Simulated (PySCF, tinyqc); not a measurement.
Worked calculation: CCD on RHF in the sto-3g basis, for H4, spin multiplicity 1. The lowest restricted solution is unstable here: a spin-polarised one lies 0.1070 hartree lower (PySCF). Computed by tinyqc, a small Python program that keeps every step (integrals from PySCF). Settings: charge = 0, multiplicity = 1, basis = sto-3g, method = RHF, energy threshold = 1e-10, iteration cap = 59, orthogonalisation = symmetric, start = atomic densities, DIIS depth = 6, amplitude equations = CCD, DIIS depth for amplitudes = 0, cap on updates = 82. Command: `OMP_NUM_THREADS=1 python tinyqc.py 30214 30215 out.jsonl` (the two numbers bound the seeds that draw the settings). One thread of a shared host (Intel(R) Xeon(R) Processor @ 2.60GHz), about 0.2 s of CPU time with the checks. The early iterations of the SCF are left out here.

## One-electron integrals

Geometry (angstrom):
```
atom        x        y        z
H     0.00000  0.00000  0.00000
H     0.00000  0.00000  1.19800
H     0.00000  1.28000  0.00000
H     0.00000  1.28000  1.19800
```

Basis sto-3g: exponents (1/bohr^2) and contraction coefficients of normalised primitives:
```
element  l (shell)  exponent  coefficient
H            s (1)   3.42525      0.15433
H            s (1)   0.62391      0.53533
H            s (1)   0.16886      0.44463
```

Overlap, kinetic and nuclear-attraction integrals over the contracted functions; the nuclear repulsion is the sum of Za Zb / Rab.

nuclear repulsion = 2.3139543 hartree

overlap S, order 1H 1s, 2H 1s, 3H 1s, 4H 1s:
```
[[1.00000, 0.38804, 0.34829, 0.17640],
 [0.38804, 1.00000, 0.17640, 0.34829],
 [0.34829, 0.17640, 1.00000, 0.38804],
 [0.17640, 0.34829, 0.38804, 1.00000]]
```

kinetic energy T (hartree), order 1H 1s, 2H 1s, 3H 1s, 4H 1s:
```
[[0.76003, 0.05328, 0.03712, -0.00468],
 [0.05328, 0.76003, -0.00468, 0.03712],
 [0.03712, -0.00468, 0.76003, 0.05328],
 [-0.00468, 0.03712, 0.05328, 0.76003]]
```

nuclear attraction V (hartree), order 1H 1s, 2H 1s, 3H 1s, 4H 1s:
```
[[-2.37281, -0.85288, -0.75777, -0.38951],
 [-0.85288, -2.37281, -0.38951, -0.75777],
 [-0.75777, -0.38951, -2.37281, -0.85288],
 [-0.38951, -0.75777, -0.85288, -2.37281]]
```

core Hamiltonian H = T + V (hartree), order 1H 1s, 2H 1s, 3H 1s, 4H 1s:
```
[[-1.61278, -0.79960, -0.72065, -0.39420],
 [-0.79960, -1.61278, -0.39420, -0.72065],
 [-0.72065, -0.39420, -1.61278, -0.79960],
 [-0.39420, -0.72065, -0.79960, -1.61278]]
```

## Two-electron integrals

Functions are numbered as in S; the eight-fold symmetry (ij|kl) = (ji|kl) = (kl|ij) leaves the list below.

Two-electron integrals (ij|kl) in chemists' order, unique and non-zero (hartree):
```
(11|11) 0.77461   (21|11) 0.22749   (21|21) 0.09177   (22|11) 0.41843
(22|21) 0.22749   (22|22) 0.77461   (31|11) 0.19918   (31|21) 0.06425
(31|22) 0.12867   (31|31) 0.07246   (32|11) 0.08245   (32|21) 0.03444
(32|22) 0.08820   (32|31) 0.03108   (32|32) 0.01676   (33|11) 0.39661
(33|21) 0.13893   (33|22) 0.29934   (33|31) 0.19918   (33|32) 0.08820
(33|33) 0.77461   (41|11) 0.08820   (41|21) 0.03444   (41|22) 0.08245
(41|31) 0.03108   (41|32) 0.01649   (41|33) 0.08245   (41|41) 0.01676
(42|11) 0.12867   (42|21) 0.06425   (42|22) 0.19918   (42|31) 0.04711
(42|32) 0.03108   (42|33) 0.12867   (42|41) 0.03108   (42|42) 0.07246
(43|11) 0.13893   (43|21) 0.05631   (43|22) 0.13893   (43|31) 0.06425
(43|32) 0.03444   (43|33) 0.22749   (43|41) 0.03444   (43|42) 0.06425
(43|43) 0.09177   (44|11) 0.29934   (44|21) 0.13893   (44|22) 0.39661
(44|31) 0.12867   (44|32) 0.08245   (44|33) 0.41843   (44|41) 0.08820
(44|42) 0.19918   (44|43) 0.22749   (44|44) 0.77461
```

## Orthogonalisation

S = U s U^T; symmetric (Loewdin) form X = U s^(-1/2) U^T, so that X^T S X = 1.

eigenvalues of S: [0.44007, 0.78385, 0.86335, 1.91273]

X, order 1H 1s, 2H 1s, 3H 1s, 4H 1s:
```
[[1.10905, -0.20941, -0.18278, 0.00619],
 [-0.20941, 1.10905, 0.00619, -0.18278],
 [-0.18278, 0.00619, 1.10905, -0.20941],
 [0.00619, -0.18278, -0.20941, 1.10905]]
```

## Iteration 3 (converged): orbitals

converged F (hartree), order 1H 1s, 2H 1s, 3H 1s, 4H 1s:
```
[[-0.22208, -0.42015, -0.24855, -0.19672],
 [-0.42015, -0.22208, -0.19672, -0.24855],
 [-0.24855, -0.19672, -0.22208, -0.42015],
 [-0.19672, -0.24855, -0.42015, -0.22208]]
```

Diagonalise F' = X^T F X, C = X C', fill 2 alpha and 2 beta electrons from the bottom; D = 2 C_occ C_occ^T. Each column has its largest component positive (the first on a tie).

F' = X^T F X (hartree):
```
[[-0.01056, -0.38778, -0.18043, 0.01022],
 [-0.38778, -0.01056, 0.01022, -0.18043],
 [-0.18043, 0.01022, -0.01056, -0.38778],
 [0.01022, -0.18043, -0.38778, -0.01056]]
```

orbital energies (hartree): [-0.56855, -0.22813, 0.18657, 0.56787]

coefficients C, order 1H 1s, 2H 1s, 3H 1s, 4H 1s:
```
[[0.36153, 0.53812, 0.56475, 0.75372],
 [0.36153, 0.53812, -0.56475, -0.75372],
 [0.36153, -0.53812, 0.56475, -0.75372],
 [0.36153, -0.53812, -0.56475, 0.75372]]
```

D after iteration 3, order 1H 1s, 2H 1s, 3H 1s, 4H 1s:
```
[[0.84055, 0.84055, -0.31773, -0.31773],
 [0.84055, 0.84055, -0.31773, -0.31773],
 [-0.31773, -0.31773, 0.84055, 0.84055],
 [-0.31773, -0.31773, 0.84055, 0.84055]]
```

## Convergence

Stop when the energy changes by less than 1e-10 hartree and every element of the error matrix X^T (F D S - S D F) X is below 3e-06.

Course of the cycle:
```
iteration  E (hartree)     change  largest element of the error matrix
1           -1.4871340          -                             3.61e-16
2           -1.8297179  -3.43e-01                             5.55e-16
3           -1.8297179   1.78e-15                             5.62e-16
```

PySCF RHF in the same basis = -1.8297179 hartree

Converged in 3 iterations.

## Integrals over molecular orbitals

(pq|rs) = sum C_ip C_jq C_kr C_ls (ij|kl), one index at a time.

one-electron integrals over orbitals h = C^T H C (hartree):
```
[[-1.84408, 0.00000, 0.00000, 0.00000],
 [0.00000, -1.50291, 0.00000, 0.00000],
 [0.00000, 0.00000, -1.45390, 0.00000],
 [0.00000, 0.00000, 0.00000, -1.10601]]
```

Two-electron integrals over orbitals (pq|rs), unique and non-zero (hartree):
```
(11|11) 0.47756   (21|21) 0.13961   (22|11) 0.46879   (22|22) 0.47680
(31|31) 0.13110   (32|32) 0.08737   (33|11) 0.46711   (33|22) 0.46236
(33|33) 0.47476   (41|32) 0.08558   (41|41) 0.08388   (42|31) 0.13340
(42|42) 0.14615   (43|21) 0.14117   (43|43) 0.15493   (44|11) 0.47188
(44|22) 0.48008   (44|33) 0.48011   (44|44) 0.49841
```

## CCD: starting amplitudes

t_ij^ab = <ij||ab> / (e_i + e_j - e_a - e_b), whose energy is MP2.

Starting amplitudes (spin orbitals 1a, 1b, ...; amplitudes related by a flip of all spins are not repeated):
```
from      to         t
2a 2b  3a 3b  -0.10534
2a 2b  4a 4b  -0.09180
1a 1b  3a 3b  -0.08680
1a 2b  3a 4b  -0.08600
1a 2b  3b 4a   0.05518
1a 1b  4a 4b  -0.03691
1a 2a  3a 4a  -0.03083
```

correlation energy = -0.0724330 hartree

## CCD: amplitude update 1

t_ij^ab D_ij^ab are set to the remaining terms of the spin-orbital equations, evaluated with the old amplitudes; for the doubles these are <ij||ab> + 1/2 <ab||ef> t_ij^ef + 1/2 <mn||ij> t_mn^ab + P(ij)P(ab) <mb||ej> t_im^ae + terms in t^2, D the orbital-energy denominators.

Amplitudes after update 1 (spin orbitals 1a, 1b, ...; amplitudes related by a flip of all spins are not repeated):
```
from      to         t
2a 2b  3a 3b  -0.20160
2a 2b  4a 4b  -0.11915
1a 2b  3a 4b  -0.11817
1a 1b  3a 3b  -0.11471
1a 2b  3b 4a   0.08938
1a 1b  4a 4b  -0.05285
1a 2a  3a 4a  -0.02878
```

correlation energy = -0.1040782 hartree

## CCD: amplitude update 2

As before.

Amplitudes after update 2 (spin orbitals 1a, 1b, ...; amplitudes related by a flip of all spins are not repeated):
```
from      to         t
2a 2b  3a 3b  -0.27716
1a 2b  3a 4b  -0.13426
2a 2b  4a 4b  -0.12468
1a 1b  3a 3b  -0.12191
1a 2b  3b 4a   0.10679
1a 1b  4a 4b  -0.05967
1a 2a  3a 4a  -0.02747
```

correlation energy = -0.1201467 hartree

## CCD: amplitude update 3

As before.

Amplitudes after update 3 (spin orbitals 1a, 1b, ...; amplitudes related by a flip of all spins are not repeated):
```
from      to         t
2a 2b  3a 3b  -0.33497
1a 2b  3a 4b  -0.14435
2a 2b  4a 4b  -0.12205
1a 1b  3a 3b  -0.12063
1a 2b  3b 4a   0.11478
1a 1b  4a 4b  -0.06366
1a 2a  3a 4a  -0.02957
```

correlation energy = -0.1292427 hartree

## CCD: convergence

E_corr = 1/4 sum <ij||ab> t_ij^ab; stop when the norm of the change is below 1e-8.

Course of the amplitude iterations:
```
update  correlation energy (hartree)  norm of the change
0                         -0.0724330                   -
1                         -0.1040782            2.49e-01
2                         -0.1201467            1.67e-01
3                         -0.1292427            1.22e-01
4                         -0.1348106            9.46e-02
5                         -0.1384980            7.64e-02
6                         -0.1411371            6.31e-02
7                         -0.1431514            5.27e-02
8                         -0.1447595            4.42e-02
9                         -0.1460786            3.70e-02
10                        -0.1471763            3.11e-02
11                        -0.1480960            2.60e-02
12                        -0.1488680            2.17e-02
13                        -0.1495159            1.81e-02
...                              ...                 ...
69                        -0.1527525            4.31e-07
70                        -0.1527525            3.56e-07
71                        -0.1527525            2.94e-07
72                        -0.1527526            2.43e-07
73                        -0.1527526            2.01e-07
74                        -0.1527526            1.66e-07
75                        -0.1527526            1.37e-07
76                        -0.1527526            1.13e-07
77                        -0.1527526            9.34e-08
78                        -0.1527526            7.71e-08
79                        -0.1527526            6.37e-08
80                        -0.1527526            5.26e-08
81                        -0.1527526            4.35e-08
82                        -0.1527526            3.59e-08
```

Not converged within 82 updates: the residual falls steadily but slowly, by a factor of about 0.83 a step.
